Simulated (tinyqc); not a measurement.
Inside a calculation (part 1 of 2). Method: FCI on RHF in the 6-31g basis, for H3+, spin multiplicity 1. Computed by tinyqc, a small Python program that keeps every step (integrals from PySCF). Settings: charge = 1, multiplicity = 1, basis = 6-31g, method = RHF, energy threshold = 1e-10, iteration cap = 75, orthogonalisation = symmetric, start = Wolfsberg-Helmholz matrix, DIIS depth = 6, ci = FCI, davidson = 1. Command: `OMP_NUM_THREADS=1 python tinyqc.py 24104 24105 out.jsonl` (the two numbers bound the seeds that draw the settings). One thread of a shared host (Intel(R) Xeon(R) Processor @ 2.60GHz), about 0.09 s of CPU time with the checks. The early iterations of the SCF are left out here.

## One-electron integrals

Geometry (angstrom):
```
atom        x        y         z
H     0.00000  0.00000   0.00000
H     0.00000  0.00000   0.82400
H     0.00000  0.00000  -0.82400
```

Basis 6-31g: exponents (1/bohr^2) and contraction coefficients of normalised primitives:
```
element  l (shell)  exponent  coefficient
H            s (1)  18.73114      0.03349
H            s (1)   2.82539      0.23473
H            s (1)   0.64012      0.81376
H            s (2)   0.16128      1.00000
```

Overlap, kinetic and nuclear-attraction integrals over the contracted functions; the nuclear repulsion is the sum of Za Zb / Rab.

nuclear repulsion = 1.6055134 hartree

overlap S, order 1H 1s, 1H 2s, 2H 1s, 2H 2s, 3H 1s, 3H 2s:
$$\begin{pmatrix}
1.00000 & 0.65829 & 0.38287 & 0.47863 & 0.38287 & 0.47863 \\
0.65829 & 1.00000 & 0.47863 & 0.82240 & 0.47863 & 0.82240 \\
0.38287 & 0.47863 & 1.00000 & 0.65829 & 0.03139 & 0.18431 \\
0.47863 & 0.82240 & 0.65829 & 1.00000 & 0.18431 & 0.45745 \\
0.38287 & 0.47863 & 0.03139 & 0.18431 & 1.00000 & 0.65829 \\
0.47863 & 0.82240 & 0.18431 & 0.45745 & 0.65829 & 1.00000
\end{pmatrix}$$

kinetic energy T (hartree), order 1H 1s, 1H 2s, 2H 1s, 2H 2s, 3H 1s, 3H 2s:
$$\begin{pmatrix}
1.39568 & 0.25974 & 0.14903 & 0.14846 & 0.14903 & 0.14846 \\
0.25974 & 0.24192 & 0.14846 & 0.17302 & 0.14846 & 0.17302 \\
0.14903 & 0.14846 & 1.39568 & 0.25974 & -0.03682 & 0.01091 \\
0.14846 & 0.17302 & 0.25974 & 0.24192 & 0.01091 & 0.05296 \\
0.14903 & 0.14846 & -0.03682 & 0.01091 & 1.39568 & 0.25974 \\
0.14846 & 0.17302 & 0.01091 & 0.05296 & 0.25974 & 0.24192
\end{pmatrix}$$

nuclear attraction V (hartree), order 1H 1s, 1H 2s, 2H 1s, 2H 2s, 3H 1s, 3H 2s:
$$\begin{pmatrix}
-2.92681 & -1.55128 & -1.00001 & -1.11941 & -1.00001 & -1.11941 \\
-1.55128 & -1.65418 & -1.03318 & -1.31997 & -1.03318 & -1.31997 \\
-1.00001 & -1.03318 & -2.61112 & -1.35816 & -0.08059 & -0.40857 \\
-1.11941 & -1.31997 & -1.35816 & -1.46465 & -0.40857 & -0.75670 \\
-1.00001 & -1.03318 & -0.08059 & -0.40857 & -2.61112 & -1.35816 \\
-1.11941 & -1.31997 & -0.40857 & -0.75670 & -1.35816 & -1.46465
\end{pmatrix}$$

core Hamiltonian H = T + V (hartree), order 1H 1s, 1H 2s, 2H 1s, 2H 2s, 3H 1s, 3H 2s:
$$\begin{pmatrix}
-1.53113 & -1.29154 & -0.85099 & -0.97095 & -0.85099 & -0.97095 \\
-1.29154 & -1.41227 & -0.88472 & -1.14695 & -0.88472 & -1.14695 \\
-0.85099 & -0.88472 & -1.21545 & -1.09842 & -0.11741 & -0.39766 \\
-0.97095 & -1.14695 & -1.09842 & -1.22273 & -0.39766 & -0.70374 \\
-0.85099 & -0.88472 & -0.11741 & -0.39766 & -1.21545 & -1.09842 \\
-0.97095 & -1.14695 & -0.39766 & -0.70374 & -1.09842 & -1.22273
\end{pmatrix}$$

## Two-electron integrals

Functions are numbered as in S; the eight-fold symmetry (ij|kl) = (ji|kl) = (kl|ij) leaves the list below.

Two-electron integrals (ij|kl) in chemists' order, unique and non-zero (hartree):
```
(11|11) 1.07657   (21|11) 0.57847   (21|21) 0.32942   (22|11) 0.58740
(22|21) 0.36130   (22|22) 0.45315   (31|11) 0.33265   (31|21) 0.19069
(31|22) 0.21030   (31|31) 0.13983   (32|11) 0.31027   (32|21) 0.18969
(32|22) 0.23225   (32|31) 0.14661   (32|32) 0.17312   (33|11) 0.61121
(33|21) 0.38202   (33|22) 0.48034   (33|31) 0.33265   (33|32) 0.41295
(33|33) 1.07657   (41|11) 0.41295   (41|21) 0.23616   (41|22) 0.26076
(41|31) 0.14661   (41|32) 0.14920   (41|33) 0.31027   (41|41) 0.17312
(42|11) 0.45780   (42|21) 0.28347   (42|22) 0.36088   (42|31) 0.18206
(42|32) 0.21161   (42|33) 0.45780   (42|41) 0.21161   (42|42) 0.30649
(43|11) 0.38202   (43|21) 0.23807   (43|22) 0.30247   (43|31) 0.19069
(43|32) 0.23616   (43|33) 0.57847   (43|41) 0.18969   (43|42) 0.28347
(43|43) 0.32942   (44|11) 0.48034   (44|21) 0.30247   (44|22) 0.40041
(44|31) 0.21030   (44|32) 0.26076   (44|33) 0.58740   (44|41) 0.23225
(44|42) 0.36088   (44|43) 0.36130   (44|44) 0.45315   (51|11) 0.33265
(51|21) 0.19069   (51|22) 0.21030   (51|31) 0.09021   (51|32) 0.08696
(51|33) 0.16457   (51|41) 0.12786   (51|42) 0.15011   (51|43) 0.10693
(51|44) 0.14955   (51|51) 0.13983   (52|11) 0.31027   (52|21) 0.18969
(52|22) 0.23225   (52|31) 0.08696   (52|32) 0.08849   (52|33) 0.16888
(52|41) 0.12581   (52|42) 0.16133   (52|43) 0.11046   (52|44) 0.16037
(52|51) 0.14661   (52|52) 0.17312   (53|11) 0.03037   (53|21) 0.01697
(53|22) 0.01796   (53|31) 0.00985   (53|32) 0.00953   (53|33) 0.01914
(53|41) 0.01215   (53|42) 0.01404   (53|43) 0.01186   (53|44) 0.01486
(53|51) 0.00985   (53|52) 0.00953   (53|53) 0.00088   (54|11) 0.13196
(54|21) 0.07911   (54|22) 0.09357   (54|31) 0.03761   (54|32) 0.03779
(54|33) 0.07234   (54|41) 0.05316   (54|42) 0.06649   (54|43) 0.04703
(54|44) 0.06673   (54|51) 0.05803   (54|52) 0.06537   (54|53) 0.00401
(54|54) 0.02528   (55|11) 0.61121   (55|21) 0.38202   (55|22) 0.48034
(55|31) 0.16457   (55|32) 0.16888   (55|33) 0.32104   (55|41) 0.24717
(55|42) 0.32179   (55|43) 0.21111   (55|44) 0.31395   (55|51) 0.33265
(55|52) 0.41295   (55|53) 0.01914   (55|54) 0.15065   (55|55) 1.07657
(61|11) 0.41295   (61|21) 0.23616   (61|22) 0.26076   (61|31) 0.12786
(61|32) 0.12581   (61|33) 0.24717   (61|41) 0.16572   (61|42) 0.19811
(61|43) 0.15665   (61|44) 0.20642   (61|51) 0.14661   (61|52) 0.14920
(61|53) 0.01215   (61|54) 0.06114   (61|55) 0.31027   (61|61) 0.17312
(62|11) 0.45780   (62|21) 0.28347   (62|22) 0.36088   (62|31) 0.15011
(62|32) 0.16133   (62|33) 0.32179   (62|41) 0.19811   (62|42) 0.27082
(62|43) 0.20657   (62|44) 0.28708   (62|51) 0.18206   (62|52) 0.21161
(62|53) 0.01404   (62|54) 0.08254   (62|55) 0.45780   (62|61) 0.21161
(62|62) 0.30649   (63|11) 0.13196   (63|21) 0.07911   (63|22) 0.09357
(63|31) 0.05803   (63|32) 0.06537   (63|33) 0.15065   (63|41) 0.06114
(63|42) 0.08254   (63|43) 0.08722   (63|44) 0.09821   (63|51) 0.03761
(63|52) 0.03779   (63|53) 0.00401   (63|54) 0.01614   (63|55) 0.07234
(63|61) 0.05316   (63|62) 0.06649   (63|63) 0.02528   (64|11) 0.26870
(64|21) 0.16528   (64|22) 0.20729   (64|31) 0.09620   (64|32) 0.10624
(64|33) 0.21973   (64|41) 0.11928   (64|42) 0.16508   (64|43) 0.13836
(64|44) 0.18317   (64|51) 0.09620   (64|52) 0.10624   (64|53) 0.00821
(64|54) 0.04280   (64|55) 0.21973   (64|61) 0.11928   (64|62) 0.16508
(64|63) 0.04280   (64|64) 0.09483   (65|11) 0.38202   (65|21) 0.23807
(65|22) 0.30247   (65|31) 0.10693   (65|32) 0.11046   (65|33) 0.21111
(65|41) 0.15665   (65|42) 0.20657   (65|43) 0.13856   (65|44) 0.20446
(65|51) 0.19069   (65|52) 0.23616   (65|53) 0.01186   (65|54) 0.08722
(65|55) 0.57847   (65|61) 0.18969   (65|62) 0.28347   (65|63) 0.04703
(65|64) 0.13836   (65|65) 0.32942   (66|11) 0.48034   (66|21) 0.30247
(66|22) 0.40041   (66|31) 0.14955   (66|32) 0.16037   (66|33) 0.31395
(66|41) 0.20642   (66|42) 0.28708   (66|43) 0.20446   (66|44) 0.29640
(66|51) 0.21030   (66|52) 0.26076   (66|53) 0.01486   (66|54) 0.09821
(66|55) 0.58740   (66|61) 0.23225   (66|62) 0.36088   (66|63) 0.06673
(66|64) 0.18317   (66|65) 0.36130   (66|66) 0.45315
```

## Orthogonalisation

S = U s U^T; symmetric (Loewdin) form X = U s^(-1/2) U^T, so that X^T S X = 1.

eigenvalues of S: [0.03153, 0.23593, 0.43650, 0.54002, 1.27523, 3.48079]

X, order 1H 1s, 1H 2s, 2H 1s, 2H 2s, 3H 1s, 3H 2s:
$$\begin{pmatrix}
1.31687 & -0.63217 & -0.14347 & 0.11780 & -0.14347 & 0.11780 \\
-0.63217 & 3.76984 & -0.03088 & -1.60324 & -0.03088 & -1.60324 \\
-0.14347 & -0.03088 & 1.28330 & -0.47062 & 0.05162 & 0.06445 \\
0.11780 & -1.60324 & -0.47062 & 2.16662 & 0.06445 & 0.45398 \\
-0.14347 & -0.03088 & 0.05162 & 0.06445 & 1.28330 & -0.47062 \\
0.11780 & -1.60324 & 0.06445 & 0.45398 & -0.47062 & 2.16662
\end{pmatrix}$$

## Iteration 6 (converged): orbitals

converged F (hartree), order 1H 1s, 1H 2s, 2H 1s, 2H 2s, 3H 1s, 3H 2s:
$$\begin{pmatrix}
-0.61128 & -0.88943 & -0.65215 & -0.70795 & -0.65215 & -0.70795 \\
-0.88943 & -0.82418 & -0.62942 & -0.67772 & -0.62942 & -0.67772 \\
-0.65215 & -0.62942 & -0.33929 & -0.65591 & -0.21806 & -0.37579 \\
-0.70795 & -0.67772 & -0.65591 & -0.62034 & -0.37579 & -0.48883 \\
-0.65215 & -0.62942 & -0.21806 & -0.37579 & -0.33929 & -0.65591 \\
-0.70795 & -0.67772 & -0.37579 & -0.48883 & -0.65591 & -0.62034
\end{pmatrix}$$

Diagonalise F' = X^T F X, C = X C', fill 1 alpha and 1 beta electrons from the bottom; D = 2 C_occ C_occ^T. Each column has its largest component positive (the first on a tie).

F' = X^T F X (hartree):
$$\begin{pmatrix}
0.13456 & -0.64088 & -0.42182 & -0.08805 & -0.42182 & -0.08805 \\
-0.64088 & 0.13134 & -0.16101 & -0.20525 & -0.16101 & -0.20525 \\
-0.42182 & -0.16101 & 0.22607 & -0.50326 & 0.07841 & -0.03257 \\
-0.08805 & -0.20525 & -0.50326 & -0.00057 & -0.03257 & -0.09351 \\
-0.42182 & -0.16101 & 0.07841 & -0.03257 & 0.22607 & -0.50326 \\
-0.08805 & -0.20525 & -0.03257 & -0.09351 & -0.50326 & -0.00057
\end{pmatrix}$$

orbital energies (hartree): MO1 -1.09281, MO2 -0.35117, MO3 0.01744, MO4 0.50271, MO5 0.59178, MO6 1.04896

coefficients C, order 1H 1s, 1H 2s, 2H 1s, 2H 2s, 3H 1s, 3H 2s:
$$\begin{pmatrix}
0.38478 & 0.00000 & 0.28602 & -0.66715 & 0.00000 & -1.23602 \\
0.40091 & 0.00000 & 2.91193 & 2.18055 & 0.00000 & 2.52172 \\
0.23623 & 0.32252 & -0.00504 & -0.62515 & -0.89311 & 0.74053 \\
0.01807 & 0.62116 & -1.95211 & -0.45428 & 1.10629 & -1.44330 \\
0.23623 & -0.32252 & -0.00504 & -0.62515 & 0.89311 & 0.74053 \\
0.01807 & -0.62116 & -1.95211 & -0.45428 & -1.10629 & -1.44330
\end{pmatrix}$$

D after iteration 6, order 1H 1s, 1H 2s, 2H 1s, 2H 2s, 3H 1s, 3H 2s:
$$\begin{pmatrix}
0.29612 & 0.30853 & 0.18179 & 0.01390 & 0.18179 & 0.01390 \\
0.30853 & 0.32146 & 0.18941 & 0.01449 & 0.18941 & 0.01449 \\
0.18179 & 0.18941 & 0.11161 & 0.00854 & 0.11161 & 0.00854 \\
0.01390 & 0.01449 & 0.00854 & 0.00065 & 0.00854 & 0.00065 \\
0.18179 & 0.18941 & 0.11161 & 0.00854 & 0.11161 & 0.00854 \\
0.01390 & 0.01449 & 0.00854 & 0.00065 & 0.00854 & 0.00065
\end{pmatrix}$$

## Convergence

Stop when the energy changes by less than 1e-10 hartree and every element of the error matrix X^T (F D S - S D F) X is below 3e-06.

Course of the cycle:
```
iteration  E (hartree)     change  largest element of the error matrix
1           -1.1630126          -                             1.34e-01
2           -1.2179829  -5.50e-02                             2.56e-02
3           -1.2198171  -1.83e-03                             5.89e-04
4           -1.2198175  -4.53e-07                             8.42e-05
5           -1.2198175  -1.62e-08                             3.45e-06
6           -1.2198175  -1.99e-11                             7.93e-10
```

PySCF RHF in the same basis = -1.2198175 hartree

Converged in 6 iterations.

## Integrals over molecular orbitals

(pq|rs) = sum C_ip C_jq C_kr C_ls (ij|kl), one index at a time.

one-electron integrals over orbitals h = C^T H C (hartree):
$$\begin{pmatrix}
-1.73252 & 0.00000 & -0.09540 & 0.10033 & 0.00000 & 0.07873 \\
0.00000 & -1.19047 & 0.00000 & 0.00000 & 0.19673 & 0.00000 \\
-0.09540 & 0.00000 & -0.68882 & 0.00609 & 0.00000 & 0.23095 \\
0.10033 & 0.00000 & 0.00609 & -0.40326 & 0.00000 & -0.01486 \\
0.00000 & 0.19673 & 0.00000 & 0.00000 & -0.25254 & 0.00000 \\
0.07873 & 0.00000 & 0.23095 & -0.01486 & 0.00000 & -0.08404
\end{pmatrix}$$

Two-electron integrals over orbitals (pq|rs), unique and non-zero (hartree):
```
(11|11) 0.63971    (21|21) 0.12126    (22|11) 0.48028    (22|22) 0.46100
(31|11) 0.09540    (31|22) 0.01210    (31|31) 0.04965    (32|21) -0.06959
(32|32) 0.07899    (33|11) 0.37796    (33|22) 0.35920    (33|31) 0.01156
(33|33) 0.33728    (41|11) -0.10033   (41|22) -0.07194   (41|31) -0.01865
(41|33) -0.03894   (41|41) 0.05913    (42|21) -0.05569   (42|32) 0.02564
(42|42) 0.04228    (43|11) -0.01237   (43|22) 0.00962    (43|31) -0.01308
(43|33) 0.00075    (43|41) 0.00666    (43|43) 0.00947    (44|11) 0.48255
(44|22) 0.40348    (44|31) 0.04721    (44|33) 0.32105    (44|41) -0.04771
(44|43) 0.00162    (44|44) 0.42178    (51|21) -0.07468   (51|32) 0.02412
(51|42) 0.04876    (51|51) 0.06375    (52|11) -0.13571   (52|22) -0.10995
(52|31) -0.01685   (52|33) -0.03554   (52|41) 0.05641    (52|43) -0.00512
(52|44) -0.09142   (52|52) 0.08980    (53|21) -0.02820   (53|32) 0.04379
(53|42) 0.00036    (53|51) -0.00021   (53|53) 0.04179    (54|21) 0.09396
(54|32) -0.05012   (54|42) -0.04949   (54|51) -0.06497   (54|53) -0.01673
(54|54) 0.08352    (55|11) 0.45403    (55|22) 0.43494    (55|31) 0.01312
(55|33) 0.33786    (55|41) -0.07693   (55|43) 0.00745    (55|44) 0.38926
(55|52) -0.11451   (55|55) 0.43301    (61|11) -0.07873   (61|22) 0.02666
(61|31) -0.06268   (61|33) -0.01703   (61|41) 0.01499    (61|43) 0.02580
(61|44) -0.01830   (61|52) -0.02063   (61|55) 0.03157    (61|61) 0.11548
(62|21) 0.08070    (62|32) -0.03877   (62|42) -0.04918   (62|51) -0.06079
(62|53) 0.00152    (62|54) 0.07082    (62|62) 0.07361    (63|11) -0.14681
(63|22) -0.07293   (63|31) -0.04449   (63|33) -0.03823   (63|41) 0.04238
(63|43) 0.00962    (63|44) -0.08591   (63|52) 0.04996    (63|55) -0.06385
(63|61) 0.04835    (63|63) 0.06805    (64|11) 0.01493    (64|22) -0.04669
(64|31) 0.03580    (64|33) -0.00521   (64|41) 0.01089    (64|43) -0.01729
(64|44) -0.00433   (64|52) 0.03683    (64|55) -0.05444   (64|61) -0.07569
(64|63) -0.01842   (64|64) 0.06217    (65|21) -0.10391   (65|32) 0.07025
(65|42) 0.06001    (65|51) 0.07059    (65|53) 0.02615    (65|54) -0.09153
(65|62) -0.08087   (65|65) 0.11456    (66|11) 0.62424    (66|22) 0.47802
(66|31) 0.08969    (66|33) 0.38487    (66|41) -0.12618   (66|43) -0.01698
(66|44) 0.46920    (66|52) -0.14243   (66|55) 0.46335    (66|61) -0.08792
(66|63) -0.15395   (66|64) 0.01383    (66|66) 0.65992
```

## FCI: determinants and Hamiltonian

Hartree-Fock energy = -1.2198175 hartree

Slater-Condon rules over spin orbitals, with the nuclear repulsion added and E(HF) subtracted on the diagonal. Only determinants linked to the reference directly or through others are kept (one block of an abelian symmetry group), so some states are absent.

Occupation strings over the orbitals (2 doubly, a alpha, b beta, 0 empty; spin orbitals ordered 1a 1b 2a 2b ...): 200000 a0b000 a00b00 a0000b b0a000 b00a00 b0000a 020000 0a00b0 002000 00ab00 00a00b 00ba00 000200 000a0b 0b00a0 000020 00b00a 000b0a 000002

H - E(HF) between determinants (hartree):
```
          200000    a0b000    a00b00    a0000b    b0a000    b00a00    b0000a    020000
200000   0.00000   0.00000   0.00000   0.00000   0.00000   0.00000   0.00000   0.12126
a0b000   0.00000   0.78194  -0.00628   0.08413  -0.04965   0.01865   0.06268  -0.06959
a00b00   0.00000  -0.00628   1.17210   0.00006   0.01865  -0.05913  -0.01499  -0.05569
a0000b   0.00000   0.08413   0.00006   1.63301   0.06268  -0.01499  -0.11548   0.08070
b0a000   0.00000  -0.04965   0.01865   0.06268   0.78194  -0.00628   0.08413   0.06959
b00a00   0.00000   0.01865  -0.05913  -0.01499  -0.00628   1.17210   0.00006   0.05569
b0000a   0.00000   0.06268  -0.01499  -0.11548   0.08413   0.00006   1.63301  -0.08070
020000   0.12126  -0.06959  -0.05569   0.08070   0.06959   0.05569  -0.08070   0.90538
0a00b0  -0.07468  -0.02820   0.09396  -0.10391  -0.02412  -0.04876   0.06079   0.08679
002000   0.04965  -0.08383  -0.01308  -0.04449   0.08383   0.01308   0.04449   0.07899
00ab00  -0.01865  -0.01308  -0.04819   0.03580  -0.06139  -0.00666  -0.04238   0.02564
00a00b  -0.06268  -0.04449   0.03580  -0.00571  -0.06170  -0.02580  -0.04835  -0.03877
00ba00   0.01865  -0.06139  -0.00666  -0.04238  -0.01308  -0.04819   0.03580  -0.02564
000200   0.05913   0.00666   0.05262   0.01089  -0.00666  -0.05262  -0.01089   0.04228
000a0b   0.01499   0.04238   0.01089  -0.02585  -0.02580  -0.06043   0.07569  -0.04918
0b00a0   0.07468  -0.02412  -0.04876   0.06079  -0.02820   0.09396  -0.10391  -0.08679
000020   0.06375  -0.00021  -0.06497   0.07059   0.00021   0.06497  -0.07059   0.08980
00b00a   0.06268  -0.06170  -0.02580  -0.04835  -0.04449   0.03580  -0.00571   0.03877
000b0a  -0.01499  -0.02580  -0.06043   0.07569   0.04238   0.01089  -0.02585   0.04918
000002   0.11548   0.04835  -0.07569  -0.00919  -0.04835   0.07569   0.00919   0.07361

          0a00b0    002000    00ab00    00a00b    00ba00    000200    000a0b    0b00a0
200000  -0.07468   0.04965  -0.01865  -0.06268   0.01865   0.05913   0.01499   0.07468
a0b000  -0.02820  -0.08383  -0.01308  -0.04449  -0.06139   0.00666   0.04238  -0.02412
a00b00   0.09396  -0.01308  -0.04819   0.03580  -0.00666   0.05262   0.01089  -0.04876
a0000b  -0.10391  -0.04449   0.03580  -0.00571  -0.04238   0.01089  -0.02585   0.06079
b0a000  -0.02412   0.08383  -0.06139  -0.06170  -0.01308  -0.00666  -0.02580  -0.02820
b00a00  -0.04876   0.01308  -0.00666  -0.02580  -0.04819  -0.05262  -0.06043   0.09396
b0000a   0.06079   0.04449  -0.04238  -0.04835   0.03580  -0.01089   0.07569  -0.10391
020000   0.08679   0.07899   0.02564  -0.03877  -0.02564   0.04228  -0.04918  -0.08679
0a00b0   1.81725   0.04379  -0.05012   0.07025  -0.00036  -0.04949   0.06001  -0.08980
002000   0.04379   1.78497   0.00684   0.19272  -0.00684   0.00947   0.00962  -0.04379
00ab00  -0.05012   0.00684   2.05430  -0.02007  -0.00947   0.00771  -0.01729  -0.00036
00a00b   0.07025   0.19272  -0.02007   2.43734  -0.00962  -0.01729  -0.01088  -0.00152
00ba00  -0.00036  -0.00684  -0.00947  -0.00962   2.05430  -0.00771  -0.14504  -0.05012
000200  -0.04949   0.00947   0.00771  -0.01729  -0.00771   2.44060  -0.01919   0.04949
000a0b   0.06001   0.00962  -0.01729  -0.01088  -0.14504  -0.01919   2.80723  -0.07082
0b00a0  -0.08980  -0.04379  -0.00036  -0.00152  -0.05012   0.04949  -0.07082   1.81725
000020   0.08222   0.04179  -0.01673   0.02615   0.01673   0.08352  -0.09153  -0.08222
00b00a  -0.00152  -0.19272  -0.00962  -0.06805  -0.02007   0.01729   0.01842   0.07025
000b0a  -0.07082  -0.00962  -0.14504   0.01842  -0.01729   0.01919  -0.06217   0.06001
000002  -0.08087   0.06805  -0.01842   0.07700   0.01842   0.06217  -0.00104   0.08087

          000020    00b00a    000b0a    000002
200000   0.06375   0.06268  -0.01499   0.11548
a0b000  -0.00021  -0.06170  -0.02580   0.04835
a00b00  -0.06497  -0.02580  -0.06043  -0.07569
a0000b   0.07059  -0.04835   0.07569  -0.00919
b0a000   0.00021  -0.04449   0.04238  -0.04835
b00a00   0.06497   0.03580   0.01089   0.07569
b0000a  -0.07059  -0.00571  -0.02585   0.00919
020000   0.08980   0.03877   0.04918   0.07361
0a00b0   0.08222  -0.00152  -0.07082  -0.08087
002000   0.04179  -0.19272  -0.00962   0.06805
00ab00  -0.01673  -0.00962  -0.14504  -0.01842
00a00b   0.02615  -0.06805   0.01842   0.07700
00ba00   0.01673  -0.02007  -0.01729   0.01842
000200   0.08352   0.01729   0.01919   0.06217
000a0b  -0.09153   0.01842  -0.06217  -0.00104
0b00a0  -0.08222   0.07025   0.06001   0.08087
000020   2.75326  -0.02615   0.09153   0.11456
00b00a  -0.02615   2.43734  -0.01088  -0.07700
000b0a   0.09153  -0.01088   2.80723   0.00104
000002   0.11456  -0.07700   0.00104   3.31718
```
